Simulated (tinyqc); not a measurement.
# One-dimensional ballistic tunnel FET, two-band WKB: what changes with what

A p-type source for x < 0 with its Fermi level at 0 and its valence edge at ds; in the channel the bands fall as D exp(-x/lam) towards their flat values, with the conduction edge at Ec = ds - dP and D = dP + Eg. The gate moves dP one to one. The drain Fermi level lies at -Vd and the drain side reflects nothing. For w = E - Ec between 0 and dP an electron crosses the gap. Two-band dispersion with equal masses m: inside the gap kappa = sqrt(m u (1 - u/Eg)/C), u the distance from a band edge, C = hbar^2/(2 m0).

Values chosen for this exercise; band and dielectric values close to those of germanium: temperature T = 300 K; band gap Eg = 0.653 eV; band-edge mass of the two-band model m = 0.041 m0; screening length of the source junction lam = 3.2 nm; source valence edge above the source Fermi level ds = 0.1 eV; drain bias Vd = 0.2 V; number of degenerate subbands (spin apart) g = 1; tunnelling window Ev(source) - Ec(channel) dP = 0.35 eV.

Constants: q = 1.602176634e-19 C, kB = 1.380649e-23 J/K, hbar = 1.054571817e-34 J s, h = 6.62607015e-34 J s, m0 = 9.1093837015e-31 kg, Vt = kB T/q, hbar^2/(2 m0) = 0.0380998212 eV nm^2. Results are converted to the units shown.

Each table varies one quantity; the others keep the values above.

## Effect of the source degeneracy

S(w) = 2 lam int_0^Eg kappa(u) du/(w + Eg - u) = 2 pi lam sqrt(m/(C Eg)) [w + Eg/2 - sqrt(w (w + Eg))], T(w) = exp(-S). I = g (2 q^2/h) int_0^dP T(w) [f(E) - f(E + Vd)] dw, E = ds - dP + w, f(x) = 1/(1 + exp(x/Vt)). Swing = d(dP)/d(log10 I).

Effect of the source degeneracy:

| ds (eV) | I (uA) | swing (mV/decade) |
|---|---|---|
| -0.05 | 0.9108 | 460.4 |
| 0 | 0.9719 | 410.0 |
| 0.05 | 0.8224 | 344.5 |
| 0.1 | 0.5863 | 274.5 |
| 0.15 | 0.3669 | 213.0 |
| 0.2 | 0.1984 | 164.1 |
| 0.25 | 0.08847 | 123.9 |
| 0.3 | 0.02982 | 90.93 |

I goes from 0.911 through a maximum of 0.972 (at ds = 0 eV among the rows listed) to 0.0298 uA, and the swing falls from 460 to 90.9 mV/decade. The screening length is held fixed, though doping would change it.

## Output curve

Same model as above.

Result of one run:

| Vd (V) | I (uA) |
|---|---|
| 0.02 | 0.1049 |

What becomes of these results when the drain bias Vd is changed from 0.02 to 0.45 V, all else the same?

Result of the changed run:

| Vd (V) | I (uA) |
|---|---|
| 0.45 | 0.6162 |

The whole series:

| Vd (V) | I (uA) |
|---|---|
| 0.02 | 0.1049 |
| 0.09 | 0.3872 |
| 0.16 | 0.5430 |
| 0.24 | 0.6067 |
| 0.31 | 0.6154 |
| 0.38 | 0.6161 |
| 0.45 | 0.6162 |
| 0.53 | 0.6162 |
| 0.6 | 0.6162 |

I rises from 0.105 to 0.616 uA; it reaches 95 % of the last value at Vd = 0.24 V among the rows. The drain Fermi level passes the channel conduction edge at Vd = dP - ds = 0.250 V, after which the back flow dies out. The window dP is held fixed.

## Effect of the band gap with the mass tied to it

Same model as above.

The mass follows the gap, m = 0.041 Eg/0.653 eV.

Results:

| Eg (eV) | T(w = dP) | I (uA) | swing (mV/decade) |
|---|---|---|---|
| 0.2 | 0.7480 | 8.516 | 733.1 |
| 0.37 | 0.4266 | 3.530 | 432.0 |
| 0.54 | 0.2025 | 1.245 | 318.1 |
| 0.71 | 0.08414 | 0.3954 | 257.6 |
| 0.89 | 0.02972 | 0.1082 | 217.7 |
| 1.23 | 0.003301 | 0.007918 | 172.7 |
| 1.4 | 0.001007 | 0.002013 | 157.8 |

Estimate the missing row, Eg = 1.06 eV.

Computed row:

| Eg (eV) | T(w = dP) | I (uA) | swing (mV/decade) |
|---|---|---|---|
| 1.06 | 0.01024 | 0.02996 | 191.9 |

With this row back in the table: T(w = dP) falls from 0.748 to 0.00101 and I falls from 8.52 to 0.00201 uA; the swing falls from 733 to 158 mV/decade. With m/Eg fixed, S depends on the gap only through w + Eg/2 - sqrt(w (w + Eg)). For Eg = 0.2, 0.37, 0.54 S at w = dP is below 2, where a WKB prefactor of 1 is a rough guess.

Range of the model: The two-band model describes a direct gap; phonon-assisted tunnelling across an indirect gap is left out.

Numbers from tinyqc (`OMP_NUM_THREADS=1 python tinyqc.py 2620149 2620150 out.jsonl`; about 0.02 s on one thread of a shared Intel Xeon 2.30GHz).
